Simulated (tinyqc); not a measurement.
# Frequency dispersion of an accumulation capacitance by border traps, distributed model, step by step

Program tinyqc, `OMP_NUM_THREADS=1 python tinyqc.py 2202199 2202200 out.jsonl`; Intel Xeon 2.30GHz, shared host, one thread, about 0.4 s. Printed values are rounded.

Traps spread evenly through the insulator exchange electrons with the semiconductor by tunnelling, with tau(x) = t0 exp(2 ka x) at depth x from the interface. The admittance per area Y seen at depth x obeys dY/dx = -Y^2/(i w eps0 eox) + q Nb ln(1 + i w tau)/tau, with Y(0) = i w Cs and w = 2 pi f; the gate sees Y(tox) = G + i w C. Working variable y = Y/(i w), in uF/cm^2. Cox = eps0 eox/tox.

Inputs (values chosen for the exercise); permittivity close to that of aluminium oxide:
- eox = 8.62 (relative permittivity of the insulator)
- tox = 4.7 nm (insulator thickness)
- Cs = 1.1 uF/cm^2 (semiconductor capacitance in accumulation)
- Nb = 9.3e19 cm^-3 eV^-1 (density of border traps)
- ka = 3 1/nm (decay constant of the wave function in the insulator)
- t0 = 5e-9 s (time constant of a trap at the interface)
- f = 1e6 Hz (frequency)
- xe = 1.4 nm (depth down to which the steps are taken)

Constants: q = 1.602176634e-19 C, eps0 = 8.8541878128e-14 F/cm where lengths are in cm. Results are converted to the units shown.

## Scales and lumped estimate

Cox; trap-free value 1/(1/Cox + 1/Cs); response depth d = ln(1/(w t0))/(2 ka), where w tau = 1; lumped estimate: all traps within d act as C_bt = q Nb d placed at d/2, so C = 1/{1/[1/(1/Cs + d/(2 eps0 eox)) + C_bt] + (tox - d/2)/(eps0 eox)}.

Cox = 1.62390 uF/cm^2
trap-free C = 0.655783 uF/cm^2
d = 0.576740 nm
C_bt = 0.859357 uF/cm^2
lumped C = 0.909019 uF/cm^2

The traps within reach amount to 0.781 Cs and lie in the first 12.3 % of the insulator.

## Midpoint steps through the active depth

In terms of y: dy/dx = -y^2/(eps0 eox) + s(x), s = q Nb ln(1 + z)/z, z = i w tau. 10 midpoint steps of h = xe/10: y_half = y + (h/2) y'(x, y), y(new) = y + h y'(x + h/2, y_half).

```
point  x (nm)  s (uF/(cm^2 nm))       y (uF/cm^2)
0           0  1.48953-0.02339i  1.10000+0.00000i
1        0.14  1.48740-0.05407i  1.28233-0.00491i
2        0.28  1.47615-0.12383i  1.45559-0.01596i
3        0.42  1.42056-0.27074i  1.61633-0.04051i
4        0.56  1.21131-0.49238i  1.75211-0.08997i
5         0.7  0.80045-0.59898i  1.83520-0.16245i
6        0.84  0.41990-0.49138i  1.85531-0.22780i
7        0.98  0.19645-0.32124i  1.83403-0.26723i
8        1.12  0.08769-0.18657i  1.79332-0.28315i
9        1.26  0.03840-0.10128i  1.74545-0.28389i
10        1.4  0.01668-0.05268i  1.69613-0.27636i
```

## Capacitance and conductance at the gate

y at xe = 1.69613-0.27636i uF/cm^2

Beyond xe the traps are ignored, so 1/y(tox) = 1/y(xe) + (tox - xe)/(eps0 eox); C = Re y, G/w = -Im y, loss tangent G/(w C).

y at the gate = 0.984833-0.091546i uF/cm^2
C = 0.984833 uF/cm^2
G/w = 0.0915465 uF/cm^2
loss tangent = 0.0929563

A fine integration over the whole insulator gives C = 0.98697 and G/w = 0.09516 uF/cm^2; the coarse G/w is 3.8 % below that. The fine C is 51 % above the trap-free value, and the lumped estimate is 7.9 % below the fine result.
